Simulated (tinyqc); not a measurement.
Sub-threshold conduction and electro-thermal threshold of an amorphous chalcogenide: resistance drift.

Trap-limited conduction: I = I0 exp(-Ea/kB T) sinh(q V dz/(2 ua kB T)), I0 = 2 q A Nt dz/ta. One lumped temperature T = T0 + Rt I V. The threshold is the largest V for which a steady state exists on the low-current branch.

The low-field resistance drifts as R = R0 (t/1 s)^nu, R0 = 2 ua kB T0 exp(Ea/kB T0)/(q dz I0). Read as a growth of Ea, this is dEa = nu kB T0 ln(t/1 s).

Parameters, values chosen for the exercise; values of the order of Ge-Sb-Te and related chalcogenides: ambient temperature T0 = 300 K; cross-section A = 1700 nm^2; amorphous thickness ua = 36 nm; distance between traps dz = 6.1 nm; activation energy Ea = 0.29 eV; trap density Nt = 2.5e19 cm^-3; attempt time ta = 1e-15 s; drift exponent nu = 0.08.

Constants: q = 1.602176634e-19 C, kB = 1.380649e-23 J/K. Results are converted to the units shown.

Results:

| t (s) | R (Mohm) | R/R0 | dEa (meV) |
|---|---|---|---|
| 0.001 | 0.15733 | 0.57544 | -14.286 |
| 0.1 | 0.22742 | 0.83176 | -4.7621 |
| 1 | 0.27342 | 1.0000 | 0 |
| 100 | 0.39521 | 1.4454 | 9.5242 |
| 1e6 | 0.82570 | 3.0200 | 28.573 |
| 3e8 | 1.3031 | 4.7662 | 40.369 |

Estimate the missing row, t = 10000 s.

Computed row:

| t (s) | R (Mohm) | R/R0 | dEa (meV) |
|---|---|---|---|
| 10000 | 0.57125 | 2.0893 | 19.048 |

With this row back in the table: R grows by a factor of 1.20 a decade and 4.77 from 1 s to 3e8 s. A level that lies a factor of 3 below a fixed read threshold at 1 s reaches it after 9.20e5 s.

Range of the model: Purely electronic switching mechanisms, filaments and series resistance are left out.

Computed by the program tinyqc: `OMP_NUM_THREADS=1 python tinyqc.py 2490125 2490126 out.jsonl`, one thread of a shared Intel Xeon 2.30GHz, about 0.01 s for the whole run.
